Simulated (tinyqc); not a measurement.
Inside a calculation. Method: UHF in the sto-3g basis, for H4+, spin multiplicity 2. This run ends on a higher stationary point, not on the lowest solution. One step of it, computed by the program tinyqc.

Question. Iteration 1: building the Fock matrix. J_ij = sum D_kl (ij|kl) with D = D(alpha) + D(beta), K_ij = sum D_kl (ik|jl) for each spin; F = H + J - K(s); E = tr D H + tr D J / 2 - 0.5 sum_s tr D(s) K(s) + E_nn.

D(alpha) at the start:
```
           1H 1s      2H 1s      3H 1s      4H 1s
1H 1s   0.849761  -0.849761  -0.049459   0.049459
2H 1s  -0.849761   0.849761   0.049459  -0.049459
3H 1s  -0.049459   0.049459   0.849761  -0.849761
4H 1s   0.049459  -0.049459  -0.849761   0.849761
```

D(beta) at the start:
```
           1H 1s      2H 1s      3H 1s      4H 1s
1H 1s   0.449610  -0.449610  -0.449610   0.449610
2H 1s  -0.449610   0.449610   0.449610  -0.449610
3H 1s  -0.449610   0.449610   0.449610  -0.449610
4H 1s   0.449610  -0.449610  -0.449610   0.449610
```

core Hamiltonian H = T + V (hartree):
```
           1H 1s      2H 1s      3H 1s      4H 1s
1H 1s  -1.370729  -0.736853  -0.156119  -0.099790
2H 1s  -0.736853  -1.370729  -0.099790  -0.156119
3H 1s  -0.156119  -0.099790  -1.370729  -0.736853
4H 1s  -0.099790  -0.156119  -0.736853  -1.370729
```

Two-electron integrals (ij|kl) in chemists' order, unique and non-zero (hartree):
```
(11|11) 0.774606   (21|11) 0.243229   (21|21) 0.103318   (22|11) 0.430248
(22|21) 0.243229   (22|22) 0.774606   (31|11) 0.038065   (31|21) 0.013688
(31|22) 0.027725   (31|31) 0.003661   (32|11) 0.019576   (32|21) 0.008624
(32|22) 0.021124   (32|31) 0.001976   (32|32) 0.001264   (33|11) 0.240479
(33|21) 0.094766   (33|22) 0.213048   (33|31) 0.038065   (33|32) 0.021124
(33|33) 0.774606   (41|11) 0.021124   (41|21) 0.008624   (41|22) 0.019576
(41|31) 0.001976   (41|32) 0.001244   (41|33) 0.019576   (41|41) 0.001264
(42|11) 0.027725   (42|21) 0.013688   (42|22) 0.038065   (42|31) 0.002682
(42|32) 0.001976   (42|33) 0.027725   (42|41) 0.001976   (42|42) 0.003661
(43|11) 0.094766   (43|21) 0.039766   (43|22) 0.094766   (43|31) 0.013688
(43|32) 0.008624   (43|33) 0.243229   (43|41) 0.008624   (43|42) 0.013688
(43|43) 0.103318   (44|11) 0.213048   (44|21) 0.094766   (44|22) 0.240479
(44|31) 0.027725   (44|32) 0.019576   (44|33) 0.430248   (44|41) 0.021124
(44|42) 0.038065   (44|43) 0.243229   (44|44) 0.774606
```

nuclear repulsion = 1.82357293 hartree

Give: Coulomb J; exchange K(alpha); exchange K(beta); F(alpha); F(beta); total energy of this density.

Answer.

Coulomb J (hartree):
```
        1H 1s   2H 1s   3H 1s   4H 1s
1H 1s  1.2514  0.4964  0.0974  0.0595
2H 1s  0.4964  1.2514  0.0595  0.0974
3H 1s  0.0974  0.0595  1.2514  0.4964
4H 1s  0.0595  0.0974  0.4964  1.2514
```

exchange K(alpha) (hartree):
```
         1H 1s    2H 1s    3H 1s    4H 1s
1H 1s   0.3323  -0.0397   0.0183   0.0005
2H 1s  -0.0397   0.3323   0.0005   0.0183
3H 1s   0.0183   0.0005   0.3323  -0.0397
4H 1s   0.0005   0.0183  -0.0397   0.3323
```

exchange K(beta) (hartree):
```
         1H 1s    2H 1s    3H 1s    4H 1s
1H 1s   0.1658  -0.0184  -0.0291   0.0271
2H 1s  -0.0184   0.1658   0.0271  -0.0291
3H 1s  -0.0291   0.0271   0.1658  -0.0184
4H 1s   0.0271  -0.0291  -0.0184   0.1658
```

F(alpha) (hartree):
```
         1H 1s    2H 1s    3H 1s    4H 1s
1H 1s  -0.4516  -0.2007  -0.0770  -0.0408
2H 1s  -0.2007  -0.4516  -0.0408  -0.0770
3H 1s  -0.0770  -0.0408  -0.4516  -0.2007
4H 1s  -0.0408  -0.0770  -0.2007  -0.4516
```

F(beta) (hartree):
```
         1H 1s    2H 1s    3H 1s    4H 1s
1H 1s  -0.2850  -0.2220  -0.0295  -0.0674
2H 1s  -0.2220  -0.2850  -0.0674  -0.0295
3H 1s  -0.0295  -0.0674  -0.2850  -0.2220
4H 1s  -0.0674  -0.0295  -0.2220  -0.2850
```

total energy of this density = -0.280889 hartree
